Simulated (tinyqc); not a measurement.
# Off-state leakage of single and stacked transistors: leakage components against the supply voltage

n-channel devices of unit width. Subthreshold current I(Vg, Vs, Vd) = I0 (T/300 K)^0.5 exp[(Vg - Vs - VT(T) - gb (Vs - Vb) + dd (Vd - Vs))/(nf Vt)] (1 - exp(-(Vd - Vs)/Vt)), VT(T) = VT - cT (T - 300 K). Gate-edge tunnelling Ig (Vd/1 V) exp(ag (Vd - 1 V)), for a gate at 0 V, and band-to-band leakage Ab u exp(-Bb/u), u = Vd - Vb + 1 V, flow at a drain held at V; both are taken as independent of T. In a stack of off transistors (all gates at 0 V) the same subthreshold current passes through each.

One transistor with Vg = Vs = 0, Vd = V; stack factor I(one)/I(two in series).

Values chosen for this exercise; values of the order met in bulk silicon logic transistors:
- T = 378 K (temperature)
- VT = 0.27 V (threshold at 300 K, zero drain and body bias)
- cT = 0.6 mV/K (fall of the threshold with temperature)
- I0 = 0.2 uA/um (current at threshold at 300 K)
- nf = 1.28 (slope factor)
- dd = 0.05 (drain-induced lowering per volt)
- gb = 0.21 (rise of the threshold per volt of source-body bias)
- Ig = 0.0002 uA/um (gate-edge tunnelling current at 1 V)
- ag = 4 1/V (exponential slope of the gate current)
- Ab = 3 uA/(um V) (prefactor of band-to-band leakage at the drain)
- Bb = 21 V (its exponential voltage)
- Vb = -0.3 V (body voltage)

Constants: q = 1.602176634e-19 C, kB = 1.380649e-23 J/K, Vt = kB T/q. Results are converted to the units shown.

Leakage components against the supply voltage:
```
V (V),subthreshold (nA/um),gate edge (nA/um),band-to-band (nA/um),total (nA/um),stack factor,largest part
0.5,0.4271,0.01353,0.04630,0.4869,2.734,subthreshold
0.6,0.4815,0.02423,0.09032,0.5960,2.950,subthreshold
0.7,0.5428,0.04217,0.1652,0.7502,3.193,subthreshold
0.8,0.6120,0.07189,0.2860,0.9699,3.465,subthreshold
0.9,0.6900,0.1207,0.4721,1.283,3.771,subthreshold
1,0.7779,0.2000,0.7474,1.725,4.114,subthreshold
1.1,0.8770,0.3282,1.141,2.346,4.500,band-to-band
1.2,0.9887,0.5341,1.687,3.209,4.933,band-to-band
1.3,1.115,0.8632,2.423,4.401,5.419,band-to-band
1.4,1.257,1.387,3.393,6.037,5.965,band-to-band
```

What does the table show?

As V goes from 0.5 to 1.4, the total leakage rises from 0.487 to 6.04 nA/um. The subthreshold part leads at V = 0.5, the band-to-band part from 1.1 on. The reduction by a stack of two rises from 2.73 to 5.96, for the subthreshold part alone.

tinyqc, about 0.03 s, one thread, Intel Xeon 2.30GHz (shared host): `OMP_NUM_THREADS=1 python tinyqc.py 2242058 2242059 out.jsonl`
